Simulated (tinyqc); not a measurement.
What the shift does to the intrinsic density: temperature and isotope dependence of a band gap in oscillator models.

E(T) = E0 - sum_i sl_i th_i n_i(T), n = 1/(exp(th/T) - 1). The same coupling lowers the gap at 0 K by the zero-point term ZP = sum_i sl_i th_i/2, so the gap of the static lattice is E0 + ZP. Thermal expansion is taken as part of the slopes.

Constants: kB = 8.617333262e-05 eV/K; hbar^2/2m0 = 3.80998211 eV angstrom^2.

Parameters, chosen for this exercise (near those of SiC; the results hold for these values, not for the real material):
- E0 = 3.297 eV (gap at 0 K)
- th = (301, 865) K (temperatures of two oscillators)
- sl = (0.1907, 0.3703) meV/K (their high-temperature slopes)
- mm = 0.95 m0 (geometric mean of the density-of-states masses)

ni = 2 (mm kT/(4 pi c))^(3/2) exp(-E/2kT), c = hbar^2/2m0, with E(T) and with E0; 1 angstrom^-3 = 1e24 cm^-3. Apparent gap from an Arrhenius plot of ni/T^(3/2): E(T) - T dE/dT, dE/dT = -sum sl_i (th_i/T)^2 n_i (1 + n_i).

Results:
```
T (K)  E(T) (eV)  ni (cm^-3)  ni with E(T) / ni with E0  apparent gap (eV)
200       3.2763    6.64e-23                      1.822             3.3268
250       3.2620    2.33e-14                      2.253             3.3414
300       3.2448    1.29e-08                      2.745             3.3554
350       3.2253    0.000176                      3.280             3.3679
400       3.2042       0.233                      3.842             3.3787
500       3.1585    6.04e+03                      4.991             3.3961
700       3.0589    8.06e+08                      7.195             3.4190
```

What does the comparison show, and why?

Using E0 in place of E(T) understates ni by a factor that rises from 1.82 to 7.19, towards exp(sum sl/2kB) = 25.9. The slope of an Arrhenius plot returns neither E(T) nor E0 but the intercept of the tangent, 3.3554 eV at 300 K, which lies 58 meV above E0 and tends to the static gap 3.4859 eV.

(tinyqc, `OMP_NUM_THREADS=1 python tinyqc.py 1850922 1850923 out.jsonl`, Intel(R) Xeon(R) Processor @ 2.30GHz, 1 thread, shared host, about 0.01 s.)
